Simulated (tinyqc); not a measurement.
Inside a calculation. Method: one-electron ion in a basis of Gaussians. Computed by tinyqc, a small Python program that keeps every step. Settings: Z = 5, l = 1. Command: `OMP_NUM_THREADS=1 python tinyqc.py 27029 27030 out.jsonl` (the two numbers bound the seeds that draw the settings). One thread of a shared host (Intel(R) Xeon(R) Processor @ 2.60GHz), about 0.01 s of CPU time with the checks.

## Matrices over normalised Gaussians

exponents of r^l exp(-a r^2) (1/bohr^2): [0.215400, 0.828400, 3.187000, 12.260000, 47.150000]

Z = 5

l = 1

With p = a_i + a_j and I(k) = Gamma((k+1)/2) / (2 p^((k+1)/2)): S = I(2l+2), T = (2l+3) a_i a_j S / p, V = -Z I(2l+1), each divided by sqrt(S_ii S_jj).

S:
$$\begin{pmatrix}
1.000000 & 0.589371 & 0.165537 & 0.034642 & 0.006642 \\
0.589371 & 1.000000 & 0.589224 & 0.165490 & 0.034643 \\
0.165537 & 0.589224 & 1.000000 & 0.589258 & 0.165553 \\
0.034642 & 0.165490 & 0.589258 & 1.000000 & 0.589374 \\
0.006642 & 0.034643 & 0.165553 & 0.589374 & 1.000000
\end{pmatrix}$$

T (hartree):
$$\begin{pmatrix}
0.538500 & 0.503764 & 0.166997 & 0.036666 & 0.007121 \\
0.503764 & 2.071000 & 1.937064 & 0.642075 & 0.141013 \\
0.166997 & 1.937064 & 7.967500 & 7.452529 & 2.471057 \\
0.036666 & 0.642075 & 7.452529 & 30.650000 & 28.673053 \\
0.007121 & 0.141013 & 2.471057 & 28.673053 & 117.875000
\end{pmatrix}$$

V (hartree):
$$\begin{pmatrix}
-2.468719 & -2.264808 & -1.148478 & -0.460225 & -0.171947 \\
-2.264808 & -4.841376 & -4.440980 & -2.251899 & -0.902546 \\
-1.148478 & -4.440980 & -9.495981 & -8.710863 & -4.417879 \\
-0.460225 & -2.251899 & -8.710863 & -18.624904 & -17.086570 \\
-0.171947 & -0.902546 & -4.417879 & -17.086570 & -36.524952
\end{pmatrix}$$

## Generalised eigenproblem

H = T + V (hartree):
$$\begin{pmatrix}
-1.930219 & -1.761044 & -0.981481 & -0.423559 & -0.164826 \\
-1.761044 & -2.770376 & -2.503916 & -1.609824 & -0.761533 \\
-0.981481 & -2.503916 & -1.528481 & -1.258334 & -1.946822 \\
-0.423559 & -1.609824 & -1.258334 & 12.025096 & 11.586483 \\
-0.164826 & -0.761533 & -1.946822 & 11.586483 & 81.350048
\end{pmatrix}$$

Solve H C = S C e through S^(-1/2); each column has its largest component positive (the first on a tie).

eigenvalues of S: [0.151060, 0.353547, 0.781609, 1.474321, 2.239463]

eigenvalues (hartree): [-3.117783, -1.373764, 1.576702, 21.739051, 118.023650]

coefficients:
$$\begin{pmatrix}
0.088846 & 1.146713 & -0.582723 & -0.160248 & 0.056554 \\
0.716353 & -0.480113 & 1.315631 & 0.496749 & -0.177071 \\
0.317883 & -0.228863 & -1.192720 & -1.093827 & 0.438139 \\
0.036812 & -0.021814 & -0.022650 & 1.345114 & -0.970150 \\
0.005228 & -0.003473 & -0.017805 & -0.062308 & 1.298876
\end{pmatrix}$$

For Z = 5 and l = 1 the exact lowest level is -Z^2/(2 n^2) with n = l + 1: -3.125000 hartree.
